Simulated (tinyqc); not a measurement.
# Changing the band bending V_b

Model: admittance spectroscopy and thermally stimulated current of one trap level in a depletion layer. Computed by tinyqc, a small Python program. Command: `OMP_NUM_THREADS=1 python tinyqc.py 3112673 3112674 out.jsonl admit sweep`. One thread of a shared host (Intel(R) Xeon(R) Processor @ 2.30GHz), about 0.01 s of CPU time with the checks.

A Schottky junction on n-type material holds one donor-like electron trap; shallow donors are fully ionised and abrupt depletion edges are assumed.

Inputs (values chosen for the exercise, modelled on n-type GaAs):

| quantity | value | unit |
|---|---|---|
| dielectric constant eps | 12.6 | - |
| density-of-states mass m | 0.0655 | m_0 |
| shallow doping N | 7.8e+15 | 1/cm^3 |
| trap density N_t | 2.5e+15 | 1/cm^3 |
| trap depth E_t below the band | 0.506 | eV |
| capture cross section sigma | 8.8e-16 | cm^2 |
| test frequency f | 80000 | Hz |

Constants: k_B = 1.380649e-23 J/K; m_0 = 9.1093837015e-31 kg; h = 6.62607015e-34 J s; k_B = 8.617333262e-05 eV/K; eps_0 = 8.8541878128e-12 F/m; e = 1.602176634e-19 C.

Method:
- N_c = 2 (2 pi m k_B T/h^2)^(3/2), v_th = sqrt(3 k_B T/m), emission rate e_n = sigma v_th N_c exp(-E_t/(k_B T)).
- Where the level crosses the Fermi level capture equals emission, so the trap follows the signal with the rate 2 e_n; G/omega peaks at omega = 2 e_n (the correction for large N_t/N is left out).
- Solve 2 e_n(T_p) = 2 pi f.
- With E_c - E_F = k_B T_p ln(N_c/N): lambda = sqrt(2 eps eps_0 (E_t - (E_c - E_F))/(e^2 N)); traps are empty and charged for x < x_t = w - lambda, and V_b = e (N w^2 + N_t x_t^2)/(2 eps eps_0). High frequency: C_hf = eps eps_0/w. Low frequency: C_lf = eps eps_0 (N + N_t)/(N w + N_t x_t).

One run for each value:

| band bending V_b (V) | step (C_lf - C_hf)/C_hf | C_hf (nF/cm^2) | crossing point x_t (nm) | depletion width w (nm) |
|---|---|---|---|---|
| 0.8 | 0.18198 | 30.145 | 135.33 | 370.09 |
| 1.5 | 0.12981 | 22.495 | 261.18 | 495.93 |
| 2.3 | 0.10388 | 18.426 | 370.72 | 605.48 |
| 3.8 | 0.08029 | 14.552 | 531.92 | 766.67 |
| 4.5 | 0.07366 | 13.434 | 595.73 | 830.48 |
| 5.3 | 0.06779 | 12.430 | 662.74 | 897.50 |
| 6.0 | 0.06366 | 11.718 | 717.28 | 952.03 |

Give the missing row, band bending V_b (V) = 3.0.

Computed row:
```
band bending V_b (V)  step (C_lf - C_hf)/C_hf  C_hf (nF/cm^2)  crossing point x_t (nm)  depletion width w (nm)
3.0                                   0.09060          16.266                   451.11                  685.86
```

Interpolating between the two neighbouring rows (the first column on a logarithmic scale, the others too where they are positive) misses most in crossing point x_t (nm), by 0.52 %. Over the rows, step (C_lf - C_hf)/C_hf falls from 0.182 to 0.0637 (exponent d ln y / d ln x -0.54 between the first rows and -0.51 between the last); C_hf (nF/cm^2) falls from 30.1 to 11.7 (exponent d ln y / d ln x about -0.47 throughout); crossing point x_t (nm) rises from 135 to 717 (exponent d ln y / d ln x 1.0 between the first rows and 0.64 between the last). The exponent of C_hf stays between -0.48 and -0.47, near -0.50: w grows as sqrt(V_b). Lambda does not depend on the bias, so the step falls as w grows.

Caution (all rows): N_t/N is not small, so the peak moves away from omega = 2 e_n.

Extremes, crossings and ranges named in words are read from the listed rows.
